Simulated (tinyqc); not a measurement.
Temperature and segregation coefficient: dopant redistribution at a moving silicon-oxide interface during parabolic oxidation. Computed by tinyqc, a small Python program. Command: `OMP_NUM_THREADS=1 python tinyqc.py 3031356 3031357 out.jsonl segox walk`. One thread of a shared host (Intel(R) Xeon(R) Processor @ 2.30GHz), about 0.01 s of CPU time with the checks.

Uniformly doped silicon is oxidised with x_ox = sqrt(B t); the interface advances into the silicon by alpha x_ox, alpha = 0.44. The dopant does not move in the oxide, and at the interface C(silicon) = m C(oxide).

Inputs (values chosen for the exercise, modelled on boron in silicon under steam):

| quantity | value | unit |
|---|---|---|
| dopant prefactor D0 | 1.03 | cm^2/s |
| dopant activation energy E | 3.53 | eV |
| oxidation prefactor B0 | 357 | um^2/h |
| oxidation activation energy E_B | 0.78 | eV |
| segregation coefficient m = C(silicon)/C(oxide) | 0.27 | - |

Constants: k_B = 8.617333262e-05 eV/K.

Method:
- D = D0 exp(-E/(k_B T)), converted with 1 cm^2/s = 3.6e11 um^2/h; B = B0 exp(-E_B/(k_B T)); s = alpha sqrt(B/(4 D)), the interface advance over 2 sqrt(D t).
- Temperatures in kelvin are T(C) + 273.15.
- With the dopant diffusivity D and s = alpha x_ox/(2 sqrt(D t)), in the silicon C = C_B + (C_s - C_B) erfc(y/(2 sqrt(D t)))/erfc(s), y from the original surface. Dopant balance at the interface gives C_s/C_B = 1/[1 + (1/(m alpha) - 1) g], g = sqrt(pi) s exp(s^2) erfc(s).

C_s/C_B:

| T (C) | s | this m | m = 0.2 | m = 1/alpha | m = 10 |
|---|---|---|---|---|---|
| 850 | 10.094 | 0.11931 | 0.08839 | 1 | 4.3288 |
| 900 | 5.509 | 0.12047 | 0.08928 | 1 | 4.1768 |
| 950 | 3.160 | 0.12359 | 0.09168 | 1 | 3.8277 |
| 1000 | 1.893 | 0.13067 | 0.09713 | 1 | 3.2582 |
| 1050 | 1.179 | 0.14410 | 0.10754 | 1 | 2.6231 |
| 1100 | 0.760 | 0.16588 | 0.12460 | 1 | 2.1001 |
| 1150 | 0.505 | 0.19717 | 0.14950 | 1 | 1.7366 |
| 1200 | 0.345 | 0.23820 | 0.18287 | 1 | 1.4996 |

What does the comparison show, and why?

s falls from 10.1 to 0.345 as T rises, because diffusion has the larger activation energy (3.53 against 0.78 eV); the ratio for this m moves from 0.119 to 0.238, towards 1. At m = 1/alpha the oxide takes exactly what the silicon held, and nothing moves. The ratio does not depend on time, since both lengths grow as sqrt(t).
